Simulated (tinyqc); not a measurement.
# Electron density from the centroid

Inverse problem. In the Fang-Howard model the centroid is 3/b with b^3 = 6 (mz1/C) q (Nd + 11 Ns/32)/(eps0 eps_r), C = hbar^2/(2 m0), the field in eV/nm. Find b and Ns.

Parameters, values chosen for the exercise; masses and permittivity close to those of silicon (100):
```
symbol,value,unit,meaning
eps_r,11.8,,relative permittivity
mz1,0.905,m0,mass along z of valley set A (2 valley(s))
Nd,1.6e12,cm^-2,sheet density of depletion charge
```

Constants: q = 1.602176634e-19 C, hbar = 1.054571817e-34 J s, m0 = 9.1093837015e-31 kg, eps0 = 8.8541878128e-14 F/cm where lengths are in cm, hbar^2/(2 m0) = 0.0380998212 eV nm^2. Results are converted to the units shown.

centroid = 1.9116388 nm

Answer. b = 3/centroid gives Nd + 11 Ns/32, from which the depletion charge is taken off.

b = 1.57 1/nm
Ns = 4.90e11 cm^-2

Computed by the program tinyqc: `OMP_NUM_THREADS=1 python tinyqc.py 2160033 2160034 out.jsonl`, one thread of a shared Intel Xeon 2.30GHz, about 0.8 s for the whole run.
